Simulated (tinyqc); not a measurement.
## Carrier lifetime of a p-type layer with SRH, radiative, Auger and surface recombination: lifetime against injection

Uniform excess density dn = dp (no trapping), n = n0 + dn, p = p0 + dn, Boltzmann statistics, full ionisation. Surfaces enter as a rate 2 S dn/d, which holds while diffusion to them is fast.

ni = sqrt(Nc Nv) exp(-Eg/(2 Vt)), Eg in volts; majority density N/2 + sqrt(N^2/4 + ni^2), n0 p0 = ni^2; n1 = Nc exp(-Et/Vt), p1 = Nv exp((Et - Eg)/Vt); tn0 = 1/(sn vth Nt), tp0 = 1/(sp vth Nt). With e = n p - ni^2 = dn (n0 + p0 + dn): U_SRH = e/(tp0 (n + n1) + tn0 (p + p1)), U_rad = B e, U_Aug = (Cn n + Cp p) e, U_s = 2 S dn/d. Each tau is dn over its rate; tau = dn/U with U the sum.

Inputs (values chosen for the exercise); band and dielectric values close to those of cadmium telluride: temperature T = 300 K; band gap Eg = 1.5 eV; conduction-band density of states at T Nc = 8.08e17 cm^-3; valence-band density of states at T Nv = 1.82e19 cm^-3; radiative coefficient B = 1.97e-10 cm^3/s; acceptor density N = 1.7e14 cm^-3; Auger coefficient (two electrons) Cn = 1.4e-30 cm^6/s; Auger coefficient (two holes) Cp = 5.3e-31 cm^6/s; trap density Nt = 1.2e10 cm^-3; capture cross-section for electrons sn = 3e-14 cm^2; capture cross-section for holes sp = 2e-14 cm^2; thermal velocity (both carriers) vth = 2.4e7 cm/s; trap level below the conduction band Et = 1.24 eV; surface recombination velocity (both faces) S = 0 cm/s; sample thickness d = 300 um.

Constants: q = 1.602176634e-19 C, kB = 1.380649e-23 J/K, Vt = kB T/q. Results are converted to the units shown.

Lifetime against injection:

| dn (cm^-3) | tau_SRH (s) | tau_rad (s) | tau_Aug (s) | tau (s) | radiative share (%) | largest path |
|---|---|---|---|---|---|---|
| 1e11 | 6.468e-4 | 2.984e-5 | 65.11 | 2.853e-5 | 95.59 | radiative |
| 1e12 | 6.449e-4 | 2.969e-5 | 63.54 | 2.838e-5 | 95.60 | radiative |
| 1e13 | 6.271e-4 | 2.820e-5 | 50.78 | 2.699e-5 | 95.70 | radiative |
| 1e14 | 5.145e-4 | 1.880e-5 | 13.08 | 1.814e-5 | 96.47 | radiative |
| 1e15 | 3.413e-4 | 4.339e-6 | 0.4231 | 4.284e-6 | 98.74 | radiative |
| 1e16 | 2.953e-4 | 4.991e-7 | 0.005071 | 4.982e-7 | 99.82 | radiative |
| 1e17 | 2.900e-4 | 5.068e-8 | 5.170e-5 | 5.062e-8 | 99.88 | radiative |
| 1e18 | 2.894e-4 | 5.075e-9 | 5.180e-7 | 5.026e-9 | 99.03 | radiative |
| 1e19 | 2.894e-4 | 5.076e-10 | 5.181e-9 | 4.623e-10 | 91.08 | radiative |

Read the table: what changes, and by how much?

Radiative recombination leads at dn = 1e11 and in all other rows. The total lifetime falls from 2.85e-5 to 4.62e-10 s. tau_SRH goes from 6.47e-4 s (low-injection limit 6.47e-4 s) to 2.89e-4 s (high-injection limit tn0 + tp0 = 2.89e-4 s). Between the last two rows tau_rad goes as dn^(-1.00) and tau_Aug as dn^(-2.00); the radiative share goes from 95.6 through a maximum of 99.9 (at dn = 1e17 among the rows listed) to 91.1 %. For dn = 1e18, 1e19 the carriers are degenerate, where B and the Auger coefficients no longer stay constant.

Program tinyqc, `OMP_NUM_THREADS=1 python tinyqc.py 2300103 2300104 out.jsonl`; Intel Xeon 2.30GHz, shared host, one thread, about 0.01 s.
